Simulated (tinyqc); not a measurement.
Charge control and current of a heterostructure field-effect transistor: one step, computed by the program tinyqc.

Two subbands in a triangular well; E_F is counted from the conduction band edge of the channel at the interface.

Task: Threshold and barrier capacitance. Threshold V_T = phi_B - dE_c - e N_d (d - spacer)/(eps eps_0) (in volts); C_b = eps eps_0/d.

Inputs (values chosen for the exercise, modelled on AlGaAs/GaAs): permittivity eps (barrier and channel) = 12.2; barrier thickness d = 23 nm; Schottky barrier phi_B = 0.9 eV; conduction band offset dE_c = 0.26 eV; delta-doping density N_d = 3.4e+12 1/cm^2; spacer between delta layer and channel = 2.2 nm.

Charge source: delta doping. Velocity law: smooth.

Constants: e = 1.602176634e-19 C; eps_0 = 8.8541878128e-12 F/m.

Give: threshold voltage V_T; barrier capacitance C_b.

Result:

threshold voltage V_T = -0.4089 V

barrier capacitance C_b = 0.4697 microfarad/cm^2

The device is normally on.
